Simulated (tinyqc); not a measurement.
Decay of LO phonons and the hot-phonon bottleneck in the cooling of electrons: one step, computed by the program tinyqc. Command: `OMP_NUM_THREADS=1 python tinyqc.py 3030002 3030003 out.jsonl hotphonon walk`. One thread of a shared host (Intel(R) Xeon(R) Processor @ 2.30GHz), about 0.01 s of CPU time with the checks.

n(E, T) = 1/(exp(E/(k_B T)) - 1) is the Bose occupation. Electrons have a temperature T_e; the LO modes within their reach share one occupation N; the decay products stay at the lattice temperature.

Question. Lifetime and Raman width. Decay rate 1/tau = (1/tau_0) [1 + n(f hbar omega) + n((1 - f) hbar omega)]. Full width Gamma = 1/(2 pi c tau) in 1/cm, c in cm/s.

Inputs (values chosen for the exercise, modelled on gallium arsenide): LO energy hbar omega = 36.9 meV; lifetime at T = 0, tau_0 = 9.9 ps; share f of the energy in the softer product = 0.43; lattice temperature T = 400 K.

Decay channel: two unequal phonons (Ridley).

Constants: k_B = 8.617333262e-05 eV/K; c = 299792458 m/s.

Give: thermal factor tau_0/tau; phonon lifetime tau; Raman width Gamma; equilibrium LO occupation N_0.

Answer.

thermal factor tau_0/tau = 3.9000

phonon lifetime tau = 2.5385 ps

Raman width Gamma = 2.0913 1/cm

equilibrium LO occupation N_0 = 0.52168

Stimulated decay shortens the lifetime by 74 %.
